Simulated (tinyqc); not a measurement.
Precursor delivery and alloy composition in metal-organic vapour-phase epitaxy: one step, computed by the program tinyqc. Command: `OMP_NUM_THREADS=1 python tinyqc.py 3021430 3021431 out.jsonl movpe walk`. One thread of a shared host (Intel(R) Xeon(R) Processor @ 2.30GHz), about 0.01 s of CPU time with the checks.

Carrier gas leaves each bubbler saturated. Group-III species cross a boundary layer and react at the surface; element 2 can also desorb. The film is (1)_(1-x) (2)_x V with a zinc-blende cell.

Problem. Composition and growth rate. Loss of element 2 is r x with r = prefactor x exp(-energy/(k_B T)). Then x = (g2 - r x)/(g1 + g2 - r x), or r x^2 - (g1 + g2 + r) x + g2 = 0, smaller root; growth rate G = g1/(1 - x) layers/s; one layer is a/2 thick, 1 angstrom/s = 0.36 um/h. Temperatures in kelvin are T(C) + 273.15. Distribution coefficient = [x/(1 - x)]/[x_g/(1 - x_g)], x_g = g2/(g1 + g2).

Inputs (values chosen for the exercise, close to those used for InGaP from TEGa and TMIn):
```
quantity,value,unit
source 1: bath temperature,20,C
source 2: bath temperature,19,C
prefactor of the loss of element 2,1.5e+15,layers/s
energy of the loss,3.07,eV
lattice constant a,5.65,angstrom
growth temperature T,640,C
```

arrival rates (layers/s): g1 0.1693033, g2 1.325941

Constants: k_B = 8.617333262e-05 eV/K.

Give: loss rate r; solid share x; growth rate G; distribution coefficient.

Solution.

loss rate r = 0.01708 layers/s

solid share x = 0.8856

growth rate G = 1.505 um/h

distribution coefficient = 0.9886

Desorption is negligible, so the solid copies the gas. Caution: the lattice constant is held fixed as x changes, delta does not respond to the flow, both precursors share one D and k_s, and gas-phase side reactions are left out.
